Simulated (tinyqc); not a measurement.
Dispersion: Heisenberg magnet: exchange from energy differences, ordering vector, linear spin waves and ordering temperature. Computed by tinyqc, a small Python program. Command: `OMP_NUM_THREADS=1 python tinyqc.py 3013266 3013267 out.jsonl magnon walk`. One thread of a shared host (Intel(R) Xeon(R) Processor @ 2.30GHz), about 0.05 s of CPU time with the checks.

H = -sum over pairs <ij> J_ij S_i.S_j - K sum_i (S_i^z)^2, each pair once, J > 0 ferromagnetic. First neighbours: 6 at a (1, 0, 0), second: 12 at a (1, 1, 0), with all permutations and signs.

Inputs (values chosen for the exercise, for a model magnet):
```
quantity                 value      unit
exchange J1              -4.86       meV
exchange J2               0.47       meV
spin S                     0.5         -
single-ion anisotropy K  0.053       meV
lattice constant a        4.93  angstrom
```

Lattice: simple cubic. Order: Neel (nearest neighbours antiparallel).

Method:
- g_s(q) = sum over shell s of cos(q.R), z1 = g1(0). A(q) = S [-J1 g1(0) + J2 (g2(0) - g2(q))] + (2S - 1) K, B(q) = S J1 g1(q), E(q) = sqrt(A^2 - B^2). The factor 2S - 1 removes the anisotropy for S = 1/2.
- sum R_x^2 over the shells is s1 = 2 a^2 and s2 = 8 a^2. Without K, E = c q with c = S sqrt(z1 |J1| (|J1| s1 + J2 s2)); the gap is E(0) = sqrt(k (k + 2 S z1 |J1|)), k = (2S - 1) K.
- J(q) = J1 g1(q) + J2 g2(q), g_s(q) = sum over shell s of cos(q.R).

gap = 0 meV

spin-wave velocity c = 48.8715 meV angstrom

Energies (meV); X = (0.5, 0, 0), M = (0.5, 0.5, 0) in 2 pi/a:
```
line  fraction of the way    E(q)  sqrt(gap^2 + c^2 q^2)
G-X                  0.10   3.094                  3.114
G-X                  0.25   7.473                  7.786
G-X                  0.50  13.284                 15.571
G-X                  0.75  16.643                 23.357
G-X                  1.00  17.684                 31.143
G-M                  0.10   4.357                  4.404
G-M                  0.25  10.282                 11.011
G-M                  0.50  16.707                 22.021
G-M                  0.75  18.148                 33.032
G-M                  1.00  17.684                 44.043
```

What follows from these numbers?

At the end of the G-X rows the long-wave form is 1.76 times the true energy. At the end of the G-M rows the long-wave form is 2.49 times the true energy. It holds to 5 % in 3 of the ten rows; nearer the zone boundary the cosine flattens the band.
